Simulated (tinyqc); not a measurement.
Inside a calculation. Method: LDA (PW92) atom on a uniform radial grid, spin-unpolarised, for Be. Computed by tinyqc, a small Python program that keeps every step. Settings: Z = 4, points = 256, R = 15.1, functional = lda,pw, mixing = 0.6, iteration cap = 55. Command: `OMP_NUM_THREADS=1 python tinyqc.py 28760 28761 out.jsonl` (the two numbers bound the seeds that draw the settings). One thread of a shared host (Intel(R) Xeon(R) Processor @ 2.60GHz), about 0.4 s of CPU time with the checks.

Spherical atom on a uniform radial grid r_j = j h with h = R/(N + 1), h sum u^2 = 1 and integrals as h times sums, u(0) = u(R) = 0 (atomic units):
```
parameter            value
Z                        4
points N               256
R                15.100000
h                 0.058755
mixing            0.600000
electrons in 1s          2
electrons in 2s          2
```

Three-point differences turn -u''/2 + [l(l+1)/2r^2 - Z/r + V] u = e u into a tridiagonal matrix (diagonal 1/h^2 + potential, off-diagonal -1/2h^2). D = sum f u^2; the Hartree potential y/r solves y'' = -D/r with y(0) = 0, y(R) = N_e; v_xc comes from rho = D/(4 pi r^2); E = sum f e - int D V + int D (V_H/2 + eps_xc); V(new) = V + mixing (V_H + v_xc - V).

Stop when input and output potentials agree to 1e-7.

Course of the cycle (hartree):
```
iteration           E    e(1s)    e(2s)  largest |V(out) - V(in)|
1          -13.350067  -7.8925  -1.9931                  6.67e+00
2          -14.133044  -4.8753  -0.6944                  1.75e+00
3          -14.230639  -4.0292  -0.3385                  3.94e-01
4          -14.238809  -3.8253  -0.2416                  8.01e-02
5          -14.239307  -3.7835  -0.2154                  1.75e-02
6          -14.239336  -3.7764  -0.2080                  5.03e-03
7          -14.239338  -3.7755  -0.2058                  2.16e-03
8          -14.239338  -3.7756  -0.2051                  9.73e-04
9          -14.239338  -3.7757  -0.2049                  4.01e-04
10         -14.239338  -3.7758  -0.2048                  1.59e-04
11         -14.239338  -3.7758  -0.2048                  6.27e-05
12         -14.239338  -3.7758  -0.2047                  2.47e-05
13         -14.239338  -3.7758  -0.2047                  9.73e-06
14         -14.239338  -3.7758  -0.2047                  3.86e-06
15         -14.239338  -3.7758  -0.2047                  1.54e-06
16         -14.239338  -3.7758  -0.2047                  6.17e-07
17         -14.239338  -3.7758  -0.2047                  2.48e-07
18         -14.239338  -3.7758  -0.2047                  1.00e-07
19         -14.239338  -3.7758  -0.2047                  4.06e-08
```

Can the last value be used, and what does the course show?

As the converged value on this grid, yes; not as the energy of the atom. Converged in 19 iterations. A uniform grid resolves the cusp poorly: for a bare nucleus this grid gives 1s at -7.89248 against -Z^2/2 = -8 hartree. Before convergence this energy mixes input and output and is not variational, so it may rise towards its limit.
